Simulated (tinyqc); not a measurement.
Transistor under a ferroelectric capacitor (negative capacitance), static model: two steps of the calculation.

A ferroelectric film of thickness tf lies between the gate and an inner metal at potential v, which drives an ordinary transistor. One domain, P = Q (background permittivity neglected): Vg = v + tf (2 al Q + 4 be Q^3), al = -3 sqrt(3) Ec/(4 Pr), be = 3 sqrt(3) Ec/(8 Pr^3). Gate charge Q(v) = Qi + Cp v with the channel charge Qi = Cox n Vt ln(1 + exp((v - VT)/(n Vt))). Q in uC/cm^2, E in kV/cm; 1 nm times 1 kV/cm is 1e-4 V. Domains, leakage and the switching time are left out.

Inputs (values chosen for the exercise); Pr and Ec close to those of hafnium oxide based films:
- T = 300 K (temperature)
- Pr = 12 uC/cm^2 (remanent polarisation)
- Ec = 800 kV/cm (coercive field)
- Cox = 2.2 uF/cm^2 (capacitance of the inner oxide)
- Cp = 0.21 uF/cm^2 (overlap capacitance per gate area)
- VT = 0.27 V (threshold of the inner transistor)
- n = 1.23 (subthreshold factor of the inner transistor)
- tf = 12 nm (ferroelectric thickness)
- Vg = 0.69 V (gate voltage)

Constants: q = 1.602176634e-19 C, kB = 1.380649e-23 J/K, Vt = kB T/q. Results are converted to the units shown.

Task 1. Landau coefficients and capacitance at zero charge. al = -3 sqrt(3) Ec/(4 Pr), be = 3 sqrt(3) Ec/(8 Pr^3); C_FE(0) = 1/(2 al tf); far below threshold the gain is 1/(1 + 2 al tf Cp) near Q = 0 and the swing n Vt ln 10/gain.

Give: al; be; C_FE(0); gain near Q = 0; swing.

Result 1.

al = -86.603 kV cm/uC
be = 0.30070 kV cm^5/uC^3
C_FE(0) = -4.8113 uF/cm^2
gain near Q = 0 = 1.0456
swing = 70.022 mV/decade

Task 2. Inner potential by Newton steps. f = v + tf (2 al Q + 4 be Q^3) - Vg, f' = 1 + C tf (2 al + 12 be Q^2) with C = Cox/(1 + exp(-(v - VT)/(n Vt))) + Cp; v(new) = v - f/f'.

v at the start = 0.69 V
al = -86.602540 kV cm/uC
be = 0.30070327 kV cm^5/uC^3

Find: Q; f; f'; v after iteration 1.

Result 2.

Q = 1.069 uC/cm^2
f = -0.2204 V
f' = 0.5110
v after iteration 1 = 1.121 V

Program tinyqc, `OMP_NUM_THREADS=1 python tinyqc.py 2860144 2860145 out.jsonl`; Intel Xeon 2.30GHz, shared host, one thread, about 0.03 s.
